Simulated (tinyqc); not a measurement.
Elastic strain and critical thickness of a cubic alloy layer A(1-x)B(x) on a thick substrate. Changing the layer thickness h. Computed by tinyqc, a small Python program. Command: `OMP_NUM_THREADS=1 python tinyqc.py 3029278 3029279 out.jsonl misfit sweep`. One thread of a shared host (Intel(R) Xeon(R) Processor @ 2.30GHz), about 0.02 s of CPU time with the checks.

Strain is positive in tension. The layer is coherent with the substrate unless said otherwise.

Inputs (values chosen for the exercise, modelled on GaAs(1-x)P(x) on GaAs):
```
quantity                        value      unit
fraction x of B                  0.77         -
lattice constant a_A            5.653  angstrom
lattice constant a_B            5.451  angstrom
substrate lattice constant a_S  5.653  angstrom
start of the iteration h0/b        20         -
```

Growth plane: (001). Layer: buried under a thick cap. Misfit dislocation: 60-degree.

C11, C12, C44 of A (GPa): 120.6  54.87  60.36

C11, C12, C44 of B (GPa): 139.1  61.69  69.42

Method:
- a = (1 - x) a_A + x a_B, the same rule for each C_ij; misfit f = (a_S - a)/a, the in-plane strain of the coherent layer.
- (001): D = 2 C12/C11, M = C11 + C12 - 2 C12^2/C11. The free surface carries no normal stress, so e_perp = -D f; dV/V = 2 f + e_perp; stress = M f; energy per area = M f^2 h (1 GPa nm = 1 J/m^2).
- Voigt averages: G = (C11 - C12 + 3 C44)/5, B = (C11 + 2 C12)/3, nu = (3 B - 2 G)/(2 (3 B + G)); b = a/sqrt(2). The 60-degree dislocation has cos alpha = 1/2, and cos lambda = 1/2 on (001).
- Matthews-Blakeslee: h_c = A [ln(h_c/b) + 1], A = b (1 - nu cos^2 alpha)/(4 pi |f| (1 + nu) cos lambda), the factor 4 pi being that of a buried layer, with a dislocation at both interfaces.
- Start at h0, put the right side back in, and stop when the change is below 1e-9 h or h turns negative.
- For h > h_c the same force balance gives the strain left, |e| = |f| A [ln(h/b) + 1]/h, and below h_c e = f; relaxation = 1 - e/f; dislocations per length across each line direction = (|f| - |e|)/(b cos lambda).

One run for each value; columns: (1) layer thickness h (nm); (2) strain left e; (3) relaxation (%); (4) dislocation line density (1/micrometre); (5) strain energy per area (J/m^2):
```
(1)        (2)     (3)     (4)         (5)
2     0.028293   0.000    0.00  2.2631e-01
4.3   0.028293   0.000    0.00  4.8657e-01
9.3   0.021223  24.989   36.38  1.0523e+00
20    0.011679  58.723   85.48  2.2631e+00
43    0.006274  77.827  113.29  4.8657e+00
93    0.003293  88.362  128.63  1.0523e+01
200   0.001712  93.949  136.76  2.2631e+01
430   0.000881  96.888  141.04  4.8657e+01
930   0.000446  98.422  143.27  1.0523e+02
2000  0.000226  99.202  144.41  2.2631e+02
```

Describe and explain the trends.

Over the rows, strain left e falls from 0.0283 to 2.26e-4, flat over part of the range; relaxation (%) rises from 0 to 99.2, flat over part of the range; dislocation line density (1/micrometre) rises from 0 to 144, flat over part of the range. The exponent of strain energy per area stays at 1: the energy density is uniform. Relaxation sets in between 4.30 and 9.30 nm, and reaches 99.2 % at the largest thickness. The energy column is that of the coherent layer. Real layers relax later, as dislocations must nucleate and glide.

Caution (all rows): above about 2 % misfit, linear elasticity is rough and compressed layers tend to form islands before dislocations.

Extremes, crossings and ranges named in words are read from the listed rows.
